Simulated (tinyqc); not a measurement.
Franz-Keldysh effect at a direct gap, step by step. Values are carried at full precision from step to step, so a last printed digit may differ when a step is redone from the rounded ones.

Parabolic bands, vertical transitions, no excitons. For each hole band j: mr = me mj/(me + mj); joint density of states J_j(E) = (mr/c)^(3/2) sqrt(E - Eg)/(2 pi^2), both spins, c = hbar^2/2m0; averaged matrix element |e.p|^2 = m0 Ep/6; alpha_j(E) = 4 pi^2 alpha_f c Ep J_j/(3 nr E) in 1/angstrom (alpha_f the fine-structure constant, listed as alpha among the constants), times 1e8 for 1/cm.

In a field Fd (1 kV/cm = 1e-5 V/angstrom) the electro-optic energy of band j is th = (c (e Fd)^2/mr)^(1/3), and sqrt(E - Eg) in J_j is replaced by pi sqrt(th) [Ai'(b)^2 - b Ai(b)^2] with b = (Eg - E)/th; Ai is the Airy function.

Constants: hbar^2/2m0 = 3.80998211 eV angstrom^2; fine-structure constant alpha = 0.007297352564.

Inputs chosen for the exercise (near those of InP; not measured data):
```
symbol  value   unit        meaning
Eg      1.364   eV          direct gap
me      0.0818  m0          electron mass
mhh     0.581   m0          heavy-hole mass
mlh     0.0869  m0          light-hole mass
Ep      20.8    eV          Kane energy
nr      3.39                refractive index
Fd      48      kV/cm       uniform field
E       1.396   eV          photon energy
L       100     micrometre  length of a waveguide
```

## Electro-optic energy and length

For each hole band give mr, th and the length th/(e Fd).

Scales:
```
hole   mr (m0)  th (meV)  length (angstrom)
heavy  0.07170    23.047               48.0
light  0.04214    27.516               57.3
```

The light-hole pair has th larger by a factor 1.194, the cube root of the ratio of reduced masses.

## Airy factors at E

Ai is the Airy function, th the electro-optic energy of each hole band from the table (its other columns are not needed here), b = (Eg - E)/th with th in eV; the factor takes the place of sqrt(E - Eg) in the joint density of states.

Form b, Ai(b), Ai'(b) and the factor pi sqrt(th) [Ai'^2 - b Ai^2] for each band, beside sqrt(E - Eg) (zero below the gap).

Factors:
```
hole         b   Ai(b)   Ai'(b)  factor (eV^(1/2))  without field
heavy  -1.3885  0.4944   0.2319             0.1875         0.1789
light  -1.1630  0.5297  0.08393             0.1737         0.1789
```

## Absorption with and without the field

Put the factors in place of sqrt(E - Eg) in alpha_j and add the bands; a waveguide of length L changes its transmission by 4.343 (alpha(F) - alpha(0)) L dB.

alpha_j in the field (1/cm): heavy 3.94e+03, light 1.65e+03

alpha(F) = 5.59e+03 1/cm
alpha(0) = 5458 1/cm
change of loss = 5.77 dB

Without the field the loss over L is 237 dB, so this energy is of no use for a modulator. Above the gap the field raises the absorption at this energy; the sign alternates with energy (Franz-Keldysh oscillations). Excitons, which add a sharp peak at low field, are left out.

## Checks

- Airy factor at b = -40 against the zero-field limit sqrt(-b): 6.33 against 6.32.

Computed by tinyqc, a small Python program: `OMP_NUM_THREADS=1 python tinyqc.py 1651022 1651023 out.jsonl` (the numbers bound the seed that draws the inputs); one thread of a shared host (Intel(R) Xeon(R) Processor @ 2.30GHz), about 0.01 s for the whole set of steps.
